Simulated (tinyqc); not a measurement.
Worked calculation: sp3s* tight binding. Values are carried at full precision from step to step, so a last printed digit may differ when a step is redone from the rounded ones.

sp3s* tight binding, nearest neighbours only: anion (a) at 0, cation (c) at a/4 (1,1,1), orbitals s, px, py, pz, s* on each; k in units of 2 pi/a. With phases e_j = exp(i (pi/2) k.n_j) for n = (1,1,1), (1,-1,-1), (-1,1,-1), (-1,-1,1): g0 = (e1+e2+e3+e4)/4, g1 = (e1+e2-e3-e4)/4, g2 = (e1-e2+e3-e4)/4, g3 = (e1-e2-e3+e4)/4. The diagonal holds the levels Esa, Epa, Exa (s*) and Esc, Epc, Exc. Anion-cation block: <sa|sc> = Vss g0; <sa|xc> = Vsapc g1; <xa|sc> = -Vscpa g1; <xa|xc> = Vxx g0; <xa|yc> = <ya|xc> = Vxy g3, <xa|zc> = <za|xc> = Vxy g2, <ya|zc> = <za|yc> = Vxy g1; <s*a|xc> = Vxapc g1; <xa|s*c> = -Vpaxc g1; y and z take g2 and g3 in place of g1; s-s* and s*-s* vanish.

Constants: hbar^2/2m0 = 3.80998211 eV angstrom^2.

Inputs chosen for the exercise (near a published set for InAs, fitted to gaps, whose masses and valley positions are rough; the results hold for these values, not for the real material):
```
symbol  value               unit      meaning
k       (0.01, 0.27, 0.08)  2 pi/a    wave vector
Esa     -9.583              eV        s level of the anion
Epa     0.913               eV        p level of the anion
Esc     -2.722              eV        s level of the cation
Epc     3.707               eV        p level of the cation
Exa     7.398               eV        s* level of the anion
Exc     6.769               eV        s* level of the cation
Vss     -5.583              eV        s-s
Vxx     1.839               eV        px-px
Vxy     4.489               eV        px-py
Vsapc   3.012               eV        s anion, p cation
Vscpa   5.4                 eV        s cation, p anion
Vxapc   3.393               eV        s* anion, p cation
Vpaxc   3.899               eV        p anion, s* cation
a       6.054               angstrom  lattice constant
```

## Phase sums

Form g0 to g3 at this k.

g0, g1, g2, g3: 0.90411-0.00081i  -0.05157+0.01420i  -0.00179+0.40822i  -0.00641+0.11422i

## The Hamiltonian without spin-orbit coupling

Fill in the 10 x 10 matrix.

H(k) (eV), lower triangle (Hermitian):
```
                  sa               xa               ya               za              s*a       sc
sa           -9.5830
xa                 0           0.9130
ya                 0                0           0.9130
za                 0                0                0           0.9130
s*a                0                0                0                0           7.3980
sc   -5.0476-0.0045i   0.2785+0.0767i   0.0097+2.2044i   0.0346+0.6168i                0  -2.7220
xc   -0.1553-0.0428i   1.6626+0.0015i  -0.0288-0.5127i  -0.0081-1.8325i  -0.1750-0.0482i        0
yc   -0.0054-1.2296i  -0.0288-0.5127i   1.6626+0.0015i  -0.2315-0.0638i  -0.0061-1.3851i        0
zc   -0.0193-0.3440i  -0.0081-1.8325i  -0.2315-0.0638i   1.6626+0.0015i  -0.0218-0.3875i        0
s*c                0   0.2011+0.0554i   0.0070+1.5916i   0.0250+0.4453i                0        0

         xc      yc      zc     s*c
xc   3.7070
yc        0  3.7070
zc        0       0  3.7070
s*c       0       0       0  6.7690
```

## Levels at this k

Diagonalise H, which belongs to k = (0.01, 0.27, 0.08) (2 pi/a). Four bands are filled (two electrons each); give the make-up of band 5, the lowest empty one.

levels (eV): -12.4081  -2.2544  -0.5947  -0.4776  1.8134  4.0401  5.1201  5.2086  7.2752  7.9994

weights of band 5: s 0.513, p 0.444, s* 0.043

weight of band 5 on atom a = 0.419

The vertical gap at this k is 2.2910 eV; band 5 is mostly s-like.

## Levels at Gamma

At k = 0 only g0 = 1 is left and H falls into 2 x 2 blocks [[E_a, V], [V, E_c]] with roots (E_a + E_c)/2 -/+ sqrt(((E_a - E_c)/2)^2 + V^2); the s* levels stay uncoupled. The direct gap runs from the highest lower root of the p blocks to the lowest upper root.

Blocks at Gamma (eV):
```
block            E_a      E_c        V  lower root  upper root
s (Gamma1)   -9.5830  -2.7220  -5.5830    -12.7052      0.4002
p (Gamma15)   0.9130   3.7070   1.8390      0.0006      4.6194
```

direct gap at Gamma = 0.3997 eV

The lowest empty level at Gamma is s-like.

## Bands near the gap

Diagonalise at L = (1/2,1/2,1/2), X = (1,0,0), W = (1,1/2,0), K = (3/4,3/4,0) and at the fractions named between them; energies from the top of the valence band at Gamma; 4 bands are filled.

Levels (eV):
```
k        level 2  level 3  level 4  level 5  level 6
L         -6.297   -1.149   -1.149    1.327    4.118
L-G 0.5   -3.888   -0.631   -0.631    1.593    4.332
G          0.000    0.000    0.000    0.400    4.619
G-X 0.2   -1.480   -0.324   -0.324    1.509    4.241
G-X 0.4   -3.263   -1.026   -1.026    2.242    3.541
G-X 0.6   -4.966   -1.729   -1.729    2.473    2.947
G-X 0.7   -5.724   -2.009   -2.009    2.441    2.773
G-X 0.8   -6.368   -2.218   -2.218    2.349    2.693
G-X 0.9   -6.829   -2.348   -2.348    2.270    2.660
X         -7.003   -2.392   -2.392    2.241    2.650
W         -7.003   -2.392   -2.392    2.241    2.650
K         -6.910   -2.586   -2.023    2.103    2.835
K-G 0.5   -4.552   -1.598   -0.692    1.933    3.798
```

On these points the lowest empty level is lowest at G, 0.400 eV above the top.

## Valleys and masses

The lowest conduction level at Gamma, at its minimum on (x,0,0) for x from 0.5 to 1, and at the point L (L, and X where the search ends there, need not be minima in this model; a zero or negative inverse mass shows it). Inverse masses m0/m = (E(+h) + E(-h) - 2 E)/(2 c q^2) with c = hbar^2/2m0, q = h 2 pi/a, h = 0.002; longitudinal along the valley axis ([100] at Gamma and Delta, [111] at L), transverse along [010] or [1-10]. A dash: the next level lies within 0.15 eV, so a single mass has no use there.

Valleys:
```
valley  x (2 pi/a)  E - Ev (eV)  m0/m_l  m0/m_t
Gamma       0.0000       0.3997   34.19   34.19
Delta       1.0000       2.2410    0.72    0.00
L           0.5000       1.3271    0.56    2.35
```

Of these three the lowest is Gamma, which makes the gap direct, 0.3997 eV. At Delta m0/m_t is 0.00. This nearest-neighbour model is fitted to gaps: it places the Delta minimum and the masses at Delta and L only roughly (transverse masses can be several times too heavy), and since its bands are flat from X to W the transverse mass grows too heavy towards X; d orbitals or second neighbours cure this.

## Checks

- Direct gap at Gamma from the blocks against the full matrix: both 0.399670.

tinyqc: `OMP_NUM_THREADS=1 python tinyqc.py 1452555 1452556 out.jsonl`; about 0.08 s, one thread, shared Intel(R) Xeon(R) Processor @ 2.30GHz.
